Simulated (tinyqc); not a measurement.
From results back to parameters: optical gain and spontaneous emission in a bulk direct-gap semiconductor. Four cases, with inputs chosen for the exercise.

Problem. The gain spectrum crosses zero at E0 = Eg + Fc + Fv; n = p is hidden.

F_j(eta) = (1/Gamma(j + 1)) integral_0^infinity x^j dx/(1 + exp(x - eta)), which tends to exp(eta) for eta << 0.

Quasi-Fermi levels: n = Nc F_1/2(Fc/kT) and p = Nv F_1/2(Fv/kT), Fc counted up from the conduction edge and Fv down from the valence edge; Nc, Nv from N = 2 (m kB T/(4 pi c))^(3/2) with c = hbar^2/2m0, in 1/angstrom^3; times 1e24 for 1/cm^3, with me and (mhh^(3/2) + mlh^(3/2))^(2/3).

Constants: hbar^2/2m0 = 3.80998211 eV angstrom^2; kB = 8.617333262e-05 eV/K.

Case 1.

Values chosen (near those of GaAs; not measured data): Eg = 1.393 eV (direct gap); me = 0.0676 m0 (electron mass); mhh = 0.522 m0 (heavy-hole mass); mlh = 0.0851 m0 (light-hole mass); T = 350 K.

E0 = 1.48813 eV

Case 2.

Values chosen (near those of InGaAs; not measured data): Eg = 0.761 eV (direct gap); me = 0.0424 m0 (electron mass); mhh = 0.474 m0 (heavy-hole mass); mlh = 0.0508 m0 (light-hole mass); T = 200 K.

E0 = 0.84754 eV

Case 3.

Values chosen (near those of InGaAs; not measured data): Eg = 0.732 eV (direct gap); me = 0.0422 m0 (electron mass); mhh = 0.441 m0 (heavy-hole mass); mlh = 0.0509 m0 (light-hole mass); T = 400 K.

E0 = 0.79540 eV

Case 4.

Values chosen (near those of GaAs; not measured data): Eg = 1.44 eV (direct gap); me = 0.0696 m0 (electron mass); mhh = 0.484 m0 (heavy-hole mass); mlh = 0.0789 m0 (light-hole mass); T = 400 K.

E0 = 1.57245 eV

Find: Fc; Fv; n.

Solution. Fc + Fv rises steadily with n, so one n gives E0 - Eg; solve by bisection on ln n.

Case 1.

Fc = 0.128 eV
Fv = -0.032 eV
n = 3.9e+18 1/cm^3

Case 2.

Fc = 0.105 eV
Fv = -0.019 eV
n = 1.4e+18 1/cm^3

Case 3.

Fc = 0.124 eV
Fv = -0.061 eV
n = 1.9e+18 1/cm^3

Case 4.

Fc = 0.159 eV
Fv = -0.026 eV
n = 5.6e+18 1/cm^3

Computed by tinyqc, one run a case: `OMP_NUM_THREADS=1 python tinyqc.py N N+1 out.jsonl` with N = 1681994, 1682011, 1682084, 1682171; one thread of a shared Intel(R) Xeon(R) Processor @ 2.30GHz, about 0.09 s a run at most.
